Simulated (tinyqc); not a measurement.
Composition profile: interdiffusion in a binary couple: Darken equations, Kirkendall shift and Boltzmann-Matano analysis. Computed by tinyqc, a small Python program. Command: `OMP_NUM_THREADS=1 python tinyqc.py 3004745 3004746 out.jsonl darken walk`. One thread of a shared host (Intel(R) Xeon(R) Processor @ 2.30GHz), about 0.01 s of CPU time with the checks.

x is the mole fraction of B; the molar volume is constant, and the two halves are long enough to count as infinite.

Inputs (values chosen for the exercise, for a model alloy A-B):
```
quantity                        value   unit
tracer diffusivity D*_A(0)    2.6e-14  m^2/s
tracer diffusivity D*_B(0)    6.1e-14  m^2/s
slope k of ln D* with x          -2.1      -
regular-solution parameter W   -0.099     eV
temperature T                    1010      K
left composition x_L             0.27      -
right composition x_R            0.67      -
time t                         290000      s
```

Vacancy-wind correction: none.

Constants: k_B = 8.617333262e-05 eV/K.

Method:
- D*_i(x) = D*_i(0) exp(k x); thermodynamic factor Phi = 1 - 2 W x (1 - x)/(k_B T); intrinsic D_i = D*_i Phi; interdiffusion D~ = x D_A + (1 - x) D_B.
- With lambda = z/sqrt(t), the profile solves d/dlambda (D~ dx/dlambda) + (lambda/2) dx/dlambda = 0 with x = x_L and x_R far to the left and right; z = 0 is the original interface. It is solved as a boundary-value problem in y = lambda/sqrt(D~ at the mean composition) on -12 < y < 12 (collocation, tolerance 1e-8).
- The last column is the error-function profile for a constant D~ taken at the mean composition.

D~ at the mean composition = 2.6012e-14 m^2/s

Profile at time t:
```
y      z (um)        x  dx/dz (1/um)  x for constant D~
-3.0  -260.56  0.28317     0.0001790            0.27678
-2.0  -173.71  0.30830     0.0004233            0.30146
-1.5  -130.28  0.33038     0.0005994            0.32777
-1.0   -86.85  0.36082     0.0008071            0.36590
-0.5   -43.43  0.40074     0.0010323            0.41473
0.0      0.00  0.45027     0.0012420            0.47000
0.5     43.43  0.50741     0.0013670            0.52527
1.0     86.85  0.56617     0.0012974            0.57410
1.5    130.28  0.61621     0.0009676            0.61223
2.0    173.71  0.64845     0.0005208            0.63854
3.0    260.56  0.66841     0.0000565            0.66322
```

What does the comparison show, and why?

At the original interface x = 0.4503, against the mean 0.4700. D~ is 0.326 times as large at x_R as at x_L, so the profile is flatter and reaches further on the left.
